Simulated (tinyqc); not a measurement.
Metal-interlayer-semiconductor contact, depinning against tunnelling resistance: one step of the calculation.

Zero bias, n-type semiconductor. Gap states at the semiconductor surface thin out as exp(-be ti), which unpins the barrier; electrons must then cross the interlayer (a rectangular barrier, no voltage drop across it) and the parabolic depleted layer, both by WKB. Energies E are counted from the Fermi level; no image force, parabolic bands.

Task. Pinning, barrier and scales. S = 1/(1 + (1/S0 - 1) exp(-be ti)); phiB = S (phiM - chi) + (1 - S)(Eg - E0); xi = Ec - EF deep inside, from Nd = Nc F(-xi/Vt), F(x) = (2/sqrt(pi)) int_0^infinity sqrt(u) du/(1 + exp(u - x)); band bending U = phiB - xi; E00 = (hbar/2) sqrt(Nd/(eps0 eps_r mt m0)) in volts; A = 4 pi q mA m0 kB^2/h^3.

Values chosen for this exercise; semiconductor values close to those of gallium arsenide; interlayer mass of the order of that in aluminium oxide, offset chosen freely: temperature T = 400 K; band gap Eg = 1.46 eV; relative permittivity eps_r = 12.5; electron affinity chi = 4.08 eV; conduction-band density of states at T Nc = 6.77e17 cm^-3; tunnelling mass in the semiconductor mt = 0.0664 m0; Richardson mass mA = 0.0653 m0; donor density Nd = 7.9e17 cm^-3; charge-neutrality level above the valence band E0 = 0.48 eV; pinning factor without interlayer S0 = 0.1; metal work function phiM = 4.5 eV; interlayer thickness ti = 1.3 nm; decay constant of gap states through the interlayer be = 5.4 1/nm.

Constants: q = 1.602176634e-19 C, kB = 1.380649e-23 J/K, eps0 = 8.8541878128e-12 F/m, hbar = 1.054571817e-34 J s, h = 6.62607015e-34 J s, m0 = 9.1093837015e-31 kg, Vt = kB T/q. Results are converted to the units shown.

Wanted: S; phiB; xi; U; E00; A.

Result.

S = 0.9920
phiB = 0.4245 eV
xi = -0.01932 eV
U = 0.4438 eV
E00 = 0.01811 eV
A = 7.847 A/(cm^2 K^2)

tinyqc, about 0.03 s, one thread, Intel Xeon 2.30GHz (shared host): `OMP_NUM_THREADS=1 python tinyqc.py 2270052 2270053 out.jsonl`
